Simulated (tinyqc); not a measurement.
## Area and perimeter leakage from two diodes

Question. A square diode and a finger diode leak I = JA area + JP perimeter. Find JA, JP and the side of the square at which both parts are equal.

areas (um^2): 10000  142000
perimeters (um): 400  57510
leakage currents (pA): 0.8924  15.574560

Answer. Two linear equations give JA and JP; for a square of side a, JA a^2 = 4 JP a at a = 4 JP/JA.

JA = 8.70e-9 A/cm^2
JP = 5.60e-13 A/cm
side for equal parts = 2.57 um

tinyqc, about 0.01 s, one thread, Intel Xeon 2.30GHz (shared host): `OMP_NUM_THREADS=1 python tinyqc.py 2290055 2290056 out.jsonl`
